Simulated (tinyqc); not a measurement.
Inside a calculation. Method: plane-wave Kohn-Sham cycle with exchange-only LDA in a layered model solid. One step of it, computed by the program tinyqc.

Task: Iteration 2: levels at that k. Diagonalise the Hermitian matrix.

H (hartree), lower triangle:
```
           -2         -1         +0         +1        +2
-2   2.890606
-1  -0.134694   0.521900
+0  -0.002315  -0.134694  -0.267668
+1   0.000616  -0.002315  -0.134694   0.521900
+2   0.000682   0.000616  -0.002315  -0.134694  2.890606
```

Give: eigenvalues.

Result:

eigenvalues (hartree): -0.3117  0.5165  0.5560  2.8976  2.8989
